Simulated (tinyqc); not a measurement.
# Worked calculation: resistance of a tapered via with liner, size effect and interface

Numbers from tinyqc (`OMP_NUM_THREADS=1 python tinyqc.py 2750007 2750008 out.jsonl`; about 0.01 s on one thread of a shared Intel Xeon 2.30GHz). Printed values are rounded.

A round via whose diameter grows from db at the bottom as D(z) = db + 2 z/tan(ang). The fill, of diameter D - 2 tl, starts above the bottom liner (thickness fb tl) and has rho = rho0 (1 + ks lam/(D - 2 tl)); the sidewall liner conducts in parallel with it. The bottom liner and the interface are crossed over the full area pi db^2/4. Spreading in the lines above and below is left out.

Values chosen for this exercise; fill metal close to tungsten:
- db = 9.9 nm (diameter at the bottom)
- hv = 29 nm (height)
- ang = 87 degrees (sidewall angle)
- rho0 = 5.19 uohm cm (bulk resistivity of the fill)
- lam = 15.3 nm (mean free path of the fill)
- ks = 1.5 (size-effect factor)
- tl = 2 nm (liner on the sidewall)
- fb = 1 (liner at the bottom over that on the sidewall)
- rl = 360 uohm cm (resistivity of the liner)
- ri = 2.8e-12 ohm cm^2 (interface resistivity at the bottom)
- Sb = 9.1e14 S/m^2 (ballistic conductance per area, about 3/(4 rho0 lam))

## Slices of the via

Slices between z0 = fb tl and hv, evaluated at their midpoints: conductance per length pi/4 [(D - 2 tl)^2/rho + (D^2 - (D - 2 tl)^2)/rl], slice resistance = slice height over that. 9 slices.

```
slice  z (nm)   D (nm)  rho (uohm cm)  slice resistance (ohm)
0         3.5  10.2669        24.1964                 21.1406
1         6.5  10.5813        23.2883                 18.6275
2         9.5  10.8957        22.4630                 16.5030
3        12.5  11.2102        21.7097                 14.6951
4        15.5  11.5246        21.0194                 13.1471
5        18.5  11.8391        20.3844                 11.8138
6        21.5  12.1535        19.7984                 10.6592
7        24.5  12.4680        19.2560                 9.65432
8        27.5  12.7824        18.7524                 8.77542
```

## Total resistance

R_fill = sum of the slices; R_bottom = rl fb tl/(pi db^2/4); R_interface = ri/(pi db^2/4); ballistic (Sharvin) limit 1/(Sb pi (db - 2 tl)^2/4); ideal cylinder rho0 hv/(pi db^2/4).

parts (ohm): fill 125.016, bottom liner 93.5346, interface 3.63746
R = 222.188 ohm
shares (%): fill 56.2659, bottom liner 42.0970, interface 1.6371
ballistic limit = 40.1943 ohm
ideal cylinder = 19.5526 ohm

The fill is the largest part, and R is 11.4 times the ideal cylinder. With 2000 slices R = 222.28 ohm.
